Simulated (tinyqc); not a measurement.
# Margin needed against array size

Cells fail independently with probability Q(k) = erfc(k/sqrt(2))/2 when the margin is k standard deviations, and Y = exp(-Nb Q(k)). phi = exp(-k^2/2)/sqrt(2 pi).  k solves Y = exp(-Nb Q(k)); the estimate is sqrt(2 ln(Nb/(-ln Y))).

Inputs (values chosen for the exercise):
```
symbol,value,unit,meaning
Y,0.53,,wanted yield
```

Result of one run:
```
allowed Q,k,estimate
2.956e-10,6.193,6.624
```

Which number of cells Nb gave this result: 32768, 524288, 134217728 or 2147483648?

Nb = 2147483648.

The whole series:
```
Nb,allowed Q,k,estimate
2048,3.100e-4,3.423,4.020
32768,1.937e-5,4.115,4.659
524288,1.211e-6,4.715,5.220
8388608,7.568e-8,5.251,5.727
134217728,4.730e-9,5.740,6.192
2147483648,2.956e-10,6.193,6.624
34359738368,1.848e-11,6.616,7.031
```

A 1.68e7-fold larger array raises k only from 3.42 to 6.62; the last factor of 16 costs 0.42 standard deviations. The estimate, which drops the factor 1/(k sqrt(2 pi)) of the tail, is 17 % above k in the first row and 6.3 % above it in the last.

Program tinyqc, `OMP_NUM_THREADS=1 python tinyqc.py 2090033 2090034 out.jsonl`; Intel Xeon 2.30GHz, shared host, one thread, about 0.01 s.
